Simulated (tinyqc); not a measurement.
Collinear exchange A + BC -> AB + C on a London-Eyring-Polanyi-Sato surface: saddle, string of images and rate: one step, computed by the program tinyqc.

x = r(AB), y = r(BC), r(AC) = x + y. V is counted from separated atoms, the barrier from A + BC, that is V + D(BC).

Question. Frequencies at the saddle. Wilson matrix G = [[1/m_A + 1/m_B, -1/m_B], [-1/m_B, 1/m_B + 1/m_C]]; eigenvalues lambda of G H give nu = 15.6333042 THz x sqrt(|lambda|), the negative one being imaginary. Reactant: nu_BC from k = 2 D beta^2 and 1/m_B + 1/m_C. Skew angle: cos = sqrt(m_A m_C/((m_A + m_B)(m_B + m_C))).

Inputs (values chosen for the exercise, bond data loosely for abstraction of hydrogen from a Si-H bond by a hydrogen atom; the barrier is not fitted): D(BC) = 4.04 eV; beta(BC) = 1.52 1/angstrom; mass of A = 1.008 u; mass of B = 1.008 u; mass of C = 28.09 u.

Hessian (eV/angstrom^2), rows x, y:
$$\begin{pmatrix}
-1.243523 & 7.110795 \\
7.110795 & 6.596491
\end{pmatrix}$$

Constants: nu for 1 eV/(angstrom^2 u) = 15.6333042 THz.

Give: imaginary frequency; real frequency at the saddle; nu_BC; skew angle.

Answer.

imaginary frequency = 58.85 THz

real frequency at the saddle = 32.70 THz

nu_BC = 68.47 THz

skew angle = 45.99 degrees
